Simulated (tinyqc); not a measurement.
Collinear exchange A + BC -> AB + C on a London-Eyring-Polanyi-Sato surface: saddle, string of images and rate. Changing the D(AB). Computed by tinyqc, a small Python program. Command: `OMP_NUM_THREADS=1 python tinyqc.py 3110345 3110346 out.jsonl leps sweep`. One thread of a shared host (Intel(R) Xeon(R) Processor @ 2.30GHz), about 0.4 s of CPU time with the checks.

x = r(AB), y = r(BC), r(AC) = x + y. V is counted from separated atoms, the barrier from A + BC, that is V + D(BC).

Inputs (values chosen for the exercise, bond data loosely for abstraction of hydrogen from a Si-H bond by a hydrogen atom; the barrier is not fitted): r0(AB) = 0.742 angstrom; beta(AB) = 1.94 1/angstrom; D(BC) = 4.07 eV; r0(BC) = 1.48 angstrom; beta(BC) = 1.52 1/angstrom; D(AC) = 4.14 eV; r0(AC) = 1.48 angstrom; beta(AC) = 1.52 1/angstrom; Sato parameter S = 0.2; mass of A = 1.008 u; mass of B = 1.008 u; mass of C = 28.09 u; step of the string = 0.01 angstrom^2/eV.

Constants: nu for 1 eV/(angstrom^2 u) = 15.6333042 THz.

Method:
- For each pair, with u = exp(-beta (r - r0)): Q = D [(3 + S) u^2 - (2 + 6 S) u]/(4 (1 + S)), J = D [(1 + 3 S) u^2 - (6 + 2 S) u]/(4 (1 + S)); V = Q1 + Q2 + Q3 - sqrt(((J1 - J2)^2 + (J2 - J3)^2 + (J3 - J1)^2)/2).
- String of 9 images between the fixed ends (r0(AB) + 2, r0(BC)) and (r0(AB), r0(BC) + 2), started on the two straight legs through (r0(AB) + 0.3, r0(BC) + 0.3): each iteration moves the inner images by -step x gradient (central differences) and spaces them evenly again along the broken line (coordinates are kept between 0.2 and 8 angstrom); stop when no coordinate changes by more than 1e-5 angstrom, at most 400 iterations.
- From the highest inner image, z -> z - H^-1 g with gradient g and Hessian H by central differences, steps capped at 0.15 angstrom, 12 steps.
- Wilson matrix G = [[1/m_A + 1/m_B, -1/m_B], [-1/m_B, 1/m_B + 1/m_C]]; eigenvalues lambda of G H give nu = 15.6333042 THz x sqrt(|lambda|), the negative one being imaginary. Reactant: nu_BC from k = 2 D beta^2 and 1/m_B + 1/m_C. Skew angle: cos = sqrt(m_A m_C/((m_A + m_B)(m_B + m_C))).

One run for each value:
```
D(AB) (eV)  barrier (eV)  imaginary frequency (THz)  real frequency at the saddle (THz)
3.47             0.68649                     18.695                              65.255
3.72             0.50766                     31.327                              47.265
3.97             0.36140                     44.895                              36.277
4.22             0.24949                     49.292                              33.329
4.47             0.16856                     44.651                              34.544
4.72             0.11226                     35.396                              38.727
4.97             0.07404                     26.005                              45.037
```

Over the rows, barrier (eV) falls from 0.686 to 0.0740 (exponent d ln y / d ln x -4.3 between the first rows and -8.1 between the last); imaginary frequency (THz) goes from 18.7 through a maximum among these rows, 49.3 at 4.22, to 26.0; real frequency at the saddle (THz) goes from 65.3 through a minimum among these rows, 33.3 at 4.22, to 45.0. The barrier changes by -0.72 eV per eV of D(AB) between the first rows and -0.15 between the last; an Evans-Polanyi line would have one slope.

Extremes, crossings and ranges named in words are read from the listed rows.
